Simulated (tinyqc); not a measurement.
Gain against electron density: polytypes and stacking faults of a tetrahedral semiconductor in an axial Ising model with couplings up to third neighbours. Computed by tinyqc, a small Python program. Command: `OMP_NUM_THREADS=1 python tinyqc.py 3018119 3018120 out.jsonl polytype walk`. One thread of a shared host (Intel(R) Xeon(R) Processor @ 2.30GHz), about 0.01 s of CPU time with the checks.

Each double layer has s = +1 or -1 for the sense of its stacking step; E per pair of atoms = E0 - sum_n J_n <s_i s_(i+n)>, n = 1, 2, 3. Hexagonality h = (1 - <s_i s_(i+1)>)/2.

Inputs (values chosen for the exercise, for a model crystal): J1 = 2.61 meV/pair; J2 = -0.0553 meV/pair; J3 = 0.05 meV/pair; basal lattice constant a = 3.82 angstrom; binding energy of the fault level E_b = 0.045 eV; in-plane mass m = 0.4 m0; effective density of states N_c at 300 K = 2.1e+19 1/cm^3; temperature T = 650 K.

Host polytype: 3C.

Constants: 1 eV/angstrom^2 = 16.02176634 J/m^2; m_0 = 9.1093837015e-31 kg; hbar = 1.054571817e-34 J s; k_B = 1.380649e-23 J/K; k_B = 8.617333262e-05 eV/K.

Method. Faults in 3C: the sequences intrinsic (-), extrinsic (--), twin boundary (+ turns to -) are put between perfect repeats; k_n = (layers x C_n of the host) - sum_i s_i s_(i+n). gamma = sum k_n J_n/A, A = (sqrt 3/2) a^2; 1 meV/angstrom^2 = 16.02177 mJ/m^2. The fault binds electrons in a two-dimensional band E_b below the conduction edge, g2 = m m0/(pi hbar^2) for one valley. With the Fermi level held by the bulk, eta = ln[n/N_c(T)], N_c(T) = N_c (T/300)^1.5, the grand potential falls by g2 (k_B T)^2 F1(x), x = eta + E_b/(k_B T), F1(x) = integral from 0 to infinity of ln(1 + exp(x - t)) dt; sheet density g2 k_B T ln(1 + e^x). Band bending by the trapped charge is left out, so the gain is an upper bound.

fault coefficients k_n, rows intrinsic, extrinsic, twin boundary, columns J1, J2, J3:
$$\begin{pmatrix}
4 & 4 & 4 \\
4 & 8 & 8 \\
2 & 4 & 6
\end{pmatrix}$$

energy of the glide fault, intrinsic = 13.2090 mJ/m^2

At T:
```
n (1/cm^3)        x  sheet density (1/cm^2)  gain (mJ/m^2)  gain/gamma  gain/gamma at T + 200 K
1.00e+14    -12.611              3.1206e+07     2.8005e-06  2.1202e-07               2.0069e-07
1.00e+15    -10.309              3.1206e+08     2.8005e-05  2.1201e-06               2.0069e-06
1.00e+16     -8.006              3.1201e+09     2.8003e-04  2.1200e-05               2.0068e-05
1.00e+17     -5.704              3.1154e+10     2.7982e-03  2.1184e-04               2.0060e-04
1.00e+18     -3.401              3.0697e+11     2.7775e-02  2.1027e-03               1.9977e-03
5.00e+18     -1.791              1.4431e+12     1.3459e-01  1.0189e-02               9.8120e-03
2.00e+19     -0.405              4.7820e+12     4.8707e-01  3.6874e-02               3.6939e-02
```

For x well below 0 the gain is k_B T times the sheet density and linear in n; for x well above 0 the well fills and the gain grows only about as x^2. It stays below the fault energy in all rows; 200 K more changes it by a factor 0.95 at 1e16.
